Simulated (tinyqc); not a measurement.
Long-channel MOSFET, surface-potential model: two steps of the calculation.

n-channel transistor on a uniformly doped p-type body, gradual-channel approximation, constant mobility, Boltzmann statistics, full ionisation. Potentials are counted from the neutral body; V is the electron quasi-Fermi potential, Vsb at the source and Vsb + Vds at the drain. Charges are magnitudes per area.

Inputs (values chosen for the exercise); material values close to those of silicon:
- T = 300 K (temperature)
- Vfb = -0.89 V (flat-band voltage)
- Vsb = 0 V (source-body reverse bias)
- Vgs = 1.33 V (gate-source voltage)

Constants: q = 1.602176634e-19 C, kB = 1.380649e-23 J/K, Vt = kB T/q. Results are converted to the units shown.

Question 1. Surface potential at the source by Newton steps. With V = Vsb: G = psi - Vt + Vt e, e = exp((psi - 2 phiF - Vsb)/Vt); f = Vgs + Vsb - Vfb - psi - gamma sqrt(G); f' = -1 - gamma (1 + e)/(2 sqrt(G)); psi(new) = psi - f/f'.

psi at the start (the root without inversion charge) = 0.84408900 V
phiF = 0.42158148 V
gamma = 1.5210759 V^0.5

Find: G; f; f'; psi after iteration 1.

Answer 1.

G = 0.84503 V
f = -0.022347 V
f' = -2.6849
psi after iteration 1 = 0.83577 V

Question 2. Inversion charge along the channel. The surface potential psi at channel potential V solves Vgs + Vsb - Vfb - psi = gamma sqrt(G), G = psi - Vt + Vt exp((psi - 2 phiF - V)/Vt). Charge sheet: Qi = Cox gamma [sqrt(G) - sqrt(psi - Vt)]. Pao-Sah: Qi = (Cox gamma/2) integral from 3 Vt to psi of exp((u - 2 phiF - V)/Vt)/sqrt(G(u, V)) du.

```
point,V (V)
0,0
1,0.0125
2,0.025
3,0.0375
4,0.05
5,0.0625
6,0.075
7,0.0875
8,0.1
```

phiF = 0.42158148 V
Cox = 0.16368896 uF/cm^2
gamma = 1.5210759 V^0.5

Find: psi; Qi, charge sheet; Qi, Pao-Sah.

Answer 2.

```
point,psi (V),"Qi, charge sheet (nC/cm^2)","Qi, Pao-Sah (nC/cm^2)"
0,0.83537,2.6306,2.6746
1,0.83811,1.8036,1.8337
2,0.84010,1.2015,1.2215
3,0.84149,0.78187,0.79489
4,0.84243,0.49990,0.50821
5,0.84304,0.31563,0.32088
6,0.84343,0.19759,0.20088
7,0.84368,0.12301,0.12506
8,0.84384,0.076307,0.077575
```

At the source the charge-sheet charge is 1.6 % below the Pao-Sah one.

Program tinyqc, `OMP_NUM_THREADS=1 python tinyqc.py 2360065 2360066 out.jsonl`; Intel Xeon 2.30GHz, shared host, one thread, about 0.05 s.
